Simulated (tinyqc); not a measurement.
Worked calculation: admittance spectroscopy and thermally stimulated current of one trap level in a depletion layer. Computed by tinyqc, a small Python program that keeps every step. Command: `OMP_NUM_THREADS=1 python tinyqc.py 3110445 3110446 out.jsonl admit walk`. One thread of a shared host (Intel(R) Xeon(R) Processor @ 2.30GHz), about 0.01 s of CPU time with the checks. Intermediate numbers are printed to about 7 digits and carried at full precision; extremes and crossings named in words are read from the listed rows.

A Schottky junction on n-type material holds one donor-like electron trap; shallow donors are fully ionised and abrupt depletion edges are assumed.

Inputs (values chosen for the exercise, modelled on n-type germanium):
```
quantity                         value    unit
dielectric constant eps           16.2       -
density-of-states mass m         0.556     m_0
shallow doping N               6.9e+15  1/cm^3
trap density N_t               3.5e+15  1/cm^3
trap depth E_t below the band    0.262      eV
capture cross section sigma    2.6e-16    cm^2
band bending V_b                  0.45       V
test frequency f                 30000      Hz
heating rate beta                 0.28     K/s
```

Constants: k_B = 1.380649e-23 J/K; m_0 = 9.1093837015e-31 kg; h = 6.62607015e-34 J s; k_B = 8.617333262e-05 eV/K; eps_0 = 8.8541878128e-12 F/m; e = 1.602176634e-19 C.

## Temperature of the peak

N_c = 2 (2 pi m k_B T/h^2)^(3/2), v_th = sqrt(3 k_B T/m), emission rate e_n = sigma v_th N_c exp(-E_t/(k_B T)). Where the level crosses the Fermi level capture equals emission, so the trap follows the signal with the rate 2 e_n; G/omega peaks at omega = 2 e_n (the correction for large N_t/N is left out). Solve 2 e_n(T_p) = 2 pi f.

peak temperature T_p = 241.6230 K

N_c at T_p = 7.519861e+18 1/cm^3

e_n at T_p = 94247.78 1/s

E_c - E_F = k_B T_p ln(N_c/N) = 0.1456208 eV

Caution: N_t/N is not small, so the peak moves away from omega = 2 e_n.

## The capacitance step

With E_c - E_F = k_B T_p ln(N_c/N): lambda = sqrt(2 eps eps_0 (E_t - (E_c - E_F))/(e^2 N)); traps are empty and charged for x < x_t = w - lambda, and V_b = e (N w^2 + N_t x_t^2)/(2 eps eps_0). High frequency: C_hf = eps eps_0/w. Low frequency: C_lf = eps eps_0 (N + N_t)/(N w + N_t x_t).

lambda = 173.7820 nm

depletion width w = 324.4393 nm

crossing point x_t = 150.6573 nm

C_hf = 44.21099 nF/cm^2

C_lf = 53.93313 nF/cm^2

step (C_lf - C_hf)/C_hf = 0.2199032

small-N_t estimate (N_t/N)(lambda/w) = 0.2717005

Reading N_t/N straight from the step would give 0.220 against the true 0.507: the factor lambda/w must be known.

## Scan in temperature at fixed frequency

With x = omega/(2 e_n): C = C_hf + (C_lf - C_hf)/(1 + x^2), G/omega = (C_lf - C_hf) x/(1 + x^2); C_hf and C_lf are held at their values at T_p.

Admittance:
```
T (K)  omega/(2 e_n)  C (nF/cm^2)  G/omega (nF/cm^2)
212.6       7.197404     44.39511           1.325202
222.3       3.527083     44.93435           2.551338
229.5       2.154676     45.93397           3.712464
236.8       1.345295     47.67105           4.654799
241.6       1.001391     49.06530           4.861064
246.5       0.749070     50.43872           4.665001
253.7       0.498302     51.99926           3.880912
263.4       0.297327     53.14346           2.655868
275.5       0.163701     53.67939           1.549988
```

The peak of G/omega is half the step, 4.86 nF/cm^2. Its full width is near 2 ln(2 + sqrt3) k_B T_p^2/(E_t + 2 k_B T_p) = 43.6 K.

## Arrhenius plot

T_p for 0.1, 0.3, 1, 3 and 10 f; least-squares lines of ln(e_n/T^2) and of ln(e_n) against 1/(k_B T), e_n = pi f; sigma = exp(intercept)/(v_th N_c/T^2).

Peaks:
```
f (Hz)   T_p (K)  1/(k_B T) (1/eV)  ln(e_n/T^2)   ln(e_n)
3000    208.3907          55.68636    -1.527732   9.15110
9000    223.1039          52.01397    -0.565565  10.24971
30000   241.6230          48.02737     0.478925  11.45368
90000   261.1940          44.42873     1.421768  12.55229
300000  286.2924          40.53380     2.442240  13.75627
```

depth from e_n/T^2 = 0.262 eV

cross section from the intercept = 2.60e-16 cm^2

depth without the T^2 = 0.3038508 eV

Leaving out T^2 adds 42 meV, near 2 k_B T_p = 42 meV.

## Thermally stimulated current

Thermally stimulated current without retrapping: filled share n(T) = exp(-(1/beta) int e_n dT), current proportional to e_n n; the peak obeys beta (E_t/(k_B T^2) + 2/T) = e_n(T). The integral starts at 0.5 T_m and uses 4000 trapezoid steps to 1.2 T_m. Chen's first-order estimate from the full width W = T_2 - T_1 between the half-height points: E = 2.52 k_B T_m^2/W - 2 k_B T_m.

peak temperature T_m = 119.7839 K

lower half-height T_1 = 113.8507 K

upper half-height T_2 = 124.0672 K

filled share at T_m = 0.3921802

E_t/(k_B T_m) = 25.38224

symmetry factor (T_2 - T_m)/(T_2 - T_1) = 0.4192520

depth by Chen's formula = 0.2843335 eV

The slow ramp empties the trap at 120 K, far below the admittance peak at 242 K, since the rate asked for is 0.064 per second instead of 94000. Chen's formula, made for a constant prefactor, gives 22 meV more than E_t.

Checks made by the program: C_lf against dQ/dV by differences (relative difference below 1e-10); depth recovered (relative difference below 1e-10); peak of the integrated curve (relative difference 2e-05).
